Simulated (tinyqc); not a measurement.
# Inputs raised by 5 %, one at a time

Model: valley-orbit splitting of a donor ground state, with strain. Computed by tinyqc, a small Python program. Command: `OMP_NUM_THREADS=1 python tinyqc.py 3015420 3015421 out.jsonl valleyorbit sens`. One thread of a shared host (Intel(R) Xeon(R) Processor @ 2.30GHz), about 0.01 s of CPU time with the checks.

The basis is the 1s envelope in each valley; energies are counted from the unstrained conduction-band edge. The strain is e_s (a a^T - 1/3) for the unit stress axis a, so valley j along n_j moves by Xi_u e_s w_j with w_j = (n_j.a)^2 - 1/3: -1/3 for x and y, +2/3 for z.

Inputs (values chosen for the exercise, modelled on donors in silicon):

| quantity | value | unit |
|---|---|---|
| single-valley binding energy E_0 | 31.1 | meV |
| central-cell shift Lambda | 8.42 | meV |
| coupling Delta_1 | 2.96 | meV |
| coupling Delta_2 | 2.4 | meV |
| shear deformation potential Xi_u | 8.96 | eV |
| shear strain e_s | 0.00013 | - |
| temperature T | 77 | K |
| donor density N_D | 9.2e+16 | cm^-3 |
| density-of-states mass of one valley m_e | 0.332 | m_0 |

Valleys: six along <100>. Stress axis: [001].

Constants: k_B = 8.617333262e-05 eV/K; m_0 = 9.1093837015e-31 kg; k_B = 1.380649e-23 J/K; h = 6.62607015e-34 J s.

Method:
- H_jj = -(E_0 + Lambda) + Xi_u e_s w_j; H_jk = -Delta_2 between opposite valleys and -Delta_1 between perpendicular ones.
- Diagonalise H; the ground vector has positive components. The density at the nucleus, and so the contact hyperfine coupling, scales as (sum_j c_j)^2/(number of valleys), which is 1 without strain; the envelopes are held fixed.
- The binding energy is counted from the lowest valley edge, min_j Xi_u e_s w_j; the gap is from the ground state to the next level.
- z = sum over levels of exp(-(E - E_ground)/k_B T), the ground-state share being 1/z; N_c = 2 (2 pi m_e k_B T/h^2)^(3/2) sum_j exp(-(shift_j - lowest shift)/k_B T); n1 = N_c/(2 z) exp(-binding/k_B T), binding = lowest shift - E_ground; without compensation n = 2 N_D/(1 + sqrt(1 + 4 N_D/n1)) (Boltzmann statistics; p and higher states left out).

Runs:

| input moved | from | to | binding energy under strain (meV) | gap to the first excited state (meV) | hyperfine ratio A/A_0 | free electrons n (cm^-3) |
|---|---|---|---|---|---|---|
| base run | - | - | 53.388 | 16.268 | 0.99909 | 5.9460e+15 |
| single-valley binding energy E_0 (meV) | 31.1 | 32.655 | 54.943 | 16.268 | 0.99909 | 5.3081e+15 |
| coupling Delta_1 (meV) | 2.96 | 3.108 | 53.980 | 16.860 | 0.99917 | 5.7726e+15 |
| coupling Delta_2 (meV) | 2.4 | 2.52 | 53.508 | 16.508 | 0.99909 | 5.9122e+15 |
| shear deformation potential Xi_u (eV) | 8.96 | 9.408 | 53.371 | 16.251 | 0.99900 | 5.9462e+15 |
| shear strain e_s | 0.00013 | 0.0001365 | 53.371 | 16.251 | 0.99900 | 5.9462e+15 |
| temperature T (K) | 77 | 80.85 | 53.388 | 16.268 | 0.99909 | 7.2907e+15 |
| donor density N_D (cm^-3) | 9.2e+16 | 9.66e+16 | 53.388 | 16.268 | 0.99909 | 6.0977e+15 |

Exponents ln(y'/y) / ln(x'/x):

| input | binding energy under strain | gap to the first excited state | hyperfine ratio A/A_0 | free electrons n |
|---|---|---|---|---|
| single-valley binding energy E_0 | 0.588 | 0.000 | 0.000 | -2.326 |
| coupling Delta_1 | 0.226 | 0.732 | 0.002 | -0.607 |
| coupling Delta_2 | 0.046 | 0.300 | 0.000 | -0.117 |
| shear deformation potential Xi_u | -0.007 | -0.022 | -0.002 | 0.001 |
| shear strain e_s | -0.007 | -0.022 | -0.002 | 0.001 |
| temperature T | 0.000 | 0.000 | 0.000 | 4.179 |
| donor density N_D | 0.000 | 0.000 | 0.000 | 0.516 |

Which inputs matter most for each result?

Among the inputs moved here: binding energy under strain answers most in size to single-valley binding energy E_0 (exponent +0.588), next to coupling Delta_1 (+0.226); its exponent is below 0.0005 for temperature T, donor density N_D. gap to the first excited state answers most in size to coupling Delta_1 (exponent +0.732), next to coupling Delta_2 (+0.300); its exponent is below 0.0005 for single-valley binding energy E_0, temperature T, donor density N_D. hyperfine ratio A/A_0 hardly depends on these (all exponents below 0.005). Free electrons n answers most in size to temperature T (exponent +4.179), next to single-valley binding energy E_0 (-2.326). Its exponent +0.516 in donor density N_D: freeze-out, n = sqrt(n1 N_D).
